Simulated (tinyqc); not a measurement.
## Voltage acceleration of oxide breakdown, four models on the same data: effect of the use temperature

Field E = V/tox in MV/cm. Models: ln(t63/1 s) = a - c X with X = E (E model), -1/E (1/E model), ln V (power law, c the exponent n) or sqrt(E).

With a and c fitted to the stress data, the voltage for ten years solves a - c X + ln(temperature factor times ks) = ln 3.15576e8; temperature factor exp[(Ea q/kB)(1/Tu - 1/Ts)].

Inputs (values chosen for the exercise):
- tox = 4.4 nm (oxide thickness)
- Ts = 398 K (stress temperature)
- Ea = 0.52 eV (activation energy)
- ks = 0.00048 (factor for area and percentile)

Constants: q = 1.602176634e-19 C, kB = 1.380649e-23 J/K. Results are converted to the units shown.

```
model         c         a
E       3.34001   40.1405
1/E     401.460  -33.7070
power   36.8456   61.1956
sqrt E  22.2210   76.9458
```

Effect of the use temperature:
columns A: Tu (K); B: temperature factor; C: V for ten years, E (V); D: V for ten years, 1/E (V); E: V for ten years, power (V); F: V for ten years, sqrt E (V)
```
A         B      C      D      E      F
273    1035  2.618  3.273  3.037  2.862
298   162.0  2.373  3.164  2.888  2.678
328   25.42  2.129  3.062  2.746  2.500
358   5.441  1.926  2.983  2.633  2.357
378   2.230  1.809  2.938  2.571  2.276
398   1.000  1.703  2.900  2.515  2.204
423  0.4082  1.585  2.858  2.455  2.125
```

The temperature factor falls from 1040 to 0.408, and the allowed voltage by 39.4 % in the E model and 12.7 % in the 1/E model: the steeper a model is near use conditions, the less voltage a given factor in time costs.

Range of the model: All four laws are empirical fits; none is established far below the stress range.

Computed by the program tinyqc: `OMP_NUM_THREADS=1 python tinyqc.py 2070152 2070153 out.jsonl`, one thread of a shared Intel Xeon 2.30GHz, about 0.01 s for the whole run.
